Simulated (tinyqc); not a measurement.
## Thickness of the second layer from the transmission

Problem. A two-layer stack carries the voltage V: F1 = V/(t1 + t2 eps1/eps2), F2 = F1 eps1/eps2; U = phi1 - F1 x in layer 1 and phi2 - F1 t1 - F2 (x - t1) in layer 2. T = exp(-S) at E = 0, C = hbar^2/(2 m0). Each layer adds (2/F) sqrt(m/C) [G(u at its left edge) - G(u at its right edge)] to S, with u = U - E (0 where negative) and G(u) = (2/3) u^1.5. Find t2, known to lie between 0.3 and 6 nm, and F1.

Values chosen for this exercise:
```
symbol,value,unit,meaning
phi1,3.17,eV,barrier of layer 1 above the emitter Fermi level at zero bias
m1,0.5,m0,tunnelling mass of layer 1
t1,0.5,nm,thickness of layer 1
eps1,4.07,,relative permittivity of layer 1
phi2,1.42,eV,barrier of layer 2 at zero bias
m2,0.26,m0,tunnelling mass of layer 2
eps2,23.8,,relative permittivity of layer 2
V,1.3,V,voltage across the dielectric
```

Constants: q = 1.602176634e-19 C, hbar = 1.054571817e-34 J s, m0 = 9.1093837015e-31 kg, hbar^2/(2 m0) = 0.0380998212 eV nm^2. Results are converted to the units shown.

T at E = 0 = 2.8679985e-6

Answer. Over that range S rises steadily with t2, so S = -ln T has one root, found by bisection.

t2 = 2.10 nm
F1 = 15.1 MV/cm

Program tinyqc, `OMP_NUM_THREADS=1 python tinyqc.py 2540089 2540090 out.jsonl`; Intel Xeon 2.30GHz, shared host, one thread, about 0.03 s.
